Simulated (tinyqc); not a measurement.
# From sheath thickness back to sheath voltage V

Model: ion-assisted plasma etching: sheath, surface coverage, synergy and aspect-ratio dependence. Computed by tinyqc, a small Python program. Command: `OMP_NUM_THREADS=1 python tinyqc.py 3006032 3006033 out.jsonl etch inv`. One thread of a shared host (Intel(R) Xeon(R) Processor @ 2.30GHz), about 0.01 s of CPU time with the checks.

Radicals adsorb on bare sites; ions remove covered sites with a high yield and bare sites by sputtering; a slow spontaneous reaction acts everywhere, walls included.

Inputs (values chosen for the exercise, close to those used for silicon dioxide in a fluorocarbon plasma): plasma density n_e = 8.1e+09 1/cm^3; electron temperature T_e = 4 eV; ion temperature T_i = 0.56 eV.

Feature: long trench.

Constants: eps_0 = 8.8541878128e-12 F/m; e = 1.602176634e-19 C.

Method. Debye length lambda_D = sqrt(eps_0 T_e/(e n_s)) with n_s = 0.61 n_e, T_e in volts; Child-law sheath d = (sqrt2/3) lambda_D (2 V/T_e)^(3/4); ion energy E = V + T_e/2; angular spread = arctan(sqrt(T_i/E)).

Question. A run gave the result below. Find the sheath voltage V, known to lie between 35 and 85 V.

sheath thickness = 1033.515 um

Answer.

Each step takes the trial c = (a f_b - b f_a)/(f_b - f_a), f being the result less the target and a, b, c the logarithms of the listed values; c replaces end b, the old b replaces a if the sign of f changed, and otherwise f_a is halved.

Scan of the range:
```
sheath voltage V (V)  sheath thickness (um)
35.0                                 853.13
40.6                                 953.58
47.0                                1064.23
54.5                                1189.21
63.2                                1328.93
73.3                                1485.22
85.0                                1659.69
```

False position (Illinois rule, in the logarithm of the input) inside the bracket:
```
step    end a    end b    trial  sheath thickness (um)
1     40.6000  47.0000  45.1284                1032.29
2     47.0000  45.1284  45.1990                1033.50
3     47.0000  45.1990  45.2010                1033.53
4     45.1990  45.2010  45.2000                1033.51
```

Sheath thickness rises at every point of a 13-point scan of the range (every second point is shown), so one value fits; it is bracketed by 40.6 and 47.0. The scan shows a pure power law with exponent 0.7500, so scaling from any one row also gives the answer directly. Answer: sheath voltage V = 45.20 V.
